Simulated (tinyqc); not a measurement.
Worked calculation: CCSD on RHF in the 6-31g basis, for H3+, spin multiplicity 1. One step of it, computed by the program tinyqc.

Task: Orthogonalisation. S = U s U^T; canonical form X = U s^(-1/2), so that X^T S X = 1. Each column of U has its largest component positive (the first on a tie).

overlap S, order 1H 1s, 1H 2s, 2H 1s, 2H 2s, 3H 1s, 3H 2s:
$$\begin{pmatrix}
1.000000 & 0.658292 & 0.322231 & 0.449714 & 0.322231 & 0.449714 \\
0.658292 & 1.000000 & 0.449714 & 0.791543 & 0.449714 & 0.791543 \\
0.322231 & 0.449714 & 1.000000 & 0.658292 & 0.016810 & 0.143762 \\
0.449714 & 0.791543 & 0.658292 & 1.000000 & 0.143762 & 0.392552 \\
0.322231 & 0.449714 & 0.016810 & 0.143762 & 1.000000 & 0.658292 \\
0.449714 & 0.791543 & 0.143762 & 0.392552 & 0.658292 & 1.000000
\end{pmatrix}$$

Give: eigenvalues of S; X.

Result:

eigenvalues of S: [0.0420, 0.2476, 0.4481, 0.5843, 1.3431, 3.3349]

X, order 1H 1s, 1H 2s, 2H 1s, 2H 2s, 3H 1s, 3H 2s:
$$\begin{pmatrix}
-0.7931 & 0.0000 & 0.3964 & 1.1279 & 0.0000 & 0.2189 \\
3.7786 & 0.0000 & -0.5267 & 0.0146 & 0.0000 & 0.2875 \\
0.2422 & -0.8145 & 0.8322 & -0.3985 & 0.5000 & 0.1683 \\
-2.0944 & 1.1646 & -0.4540 & -0.2465 & 0.3497 & 0.2373 \\
0.2422 & 0.8145 & 0.8322 & -0.3985 & -0.5000 & 0.1683 \\
-2.0944 & -1.1646 & -0.4540 & -0.2465 & -0.3497 & 0.2373
\end{pmatrix}$$
